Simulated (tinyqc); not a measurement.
Single-junction solar cell, detailed-balance limit: one step of the calculation.

Every photon above the gap Eg makes one pair and none below is absorbed; carriers thermalise at T and move without loss. Jsc = q fs X Phi(Eg, Ts); the dark current is J0 = q ge Phi(Eg, T)/ERE with the Boltzmann factor exp(V/Vt). The efficiency is the electrical power over fs X sigma Ts^4.

Problem. Voltages, fill factor and efficiency. Voc = Vt ln(1 + Jsc/J0), Vmp = v Vt, Jmp = Jsc - J0 (exp(v) - 1), FF = Vmp Jmp/(Voc Jsc), efficiency Vmp Jmp/Pin.

Inputs (values chosen for the exercise): cell temperature T = 298 K; external radiative efficiency ERE = 0.01; band gap Eg = 1.27 eV.

Constants: q = 1.602176634e-19 C, kB = 1.380649e-23 J/K, Vt = kB T/q. Results are converted to the units shown.

v = 37.127869
Jsc = 23057.852 mA/cm^2
J0 = 4.5409595e-14 mA/cm^2
Pin = 68256.756 mW/cm^2

Wanted: Voc; Eg/q - Voc; Vmp; Jmp; FF; efficiency.

Solution.

Voc = 1.0469 V
Eg/q - Voc = 0.22307 V
Vmp = 0.95343 V
Jmp = 22453 mA/cm^2
FF = 0.88681
efficiency = 31.363 %

Of the voltage deficit, Vt ln(1/ERE) = 118 mV is due to non-radiative recombination.

Program tinyqc, `OMP_NUM_THREADS=1 python tinyqc.py 2820023 2820024 out.jsonl`; Intel Xeon 2.30GHz, shared host, one thread, about 0.01 s.
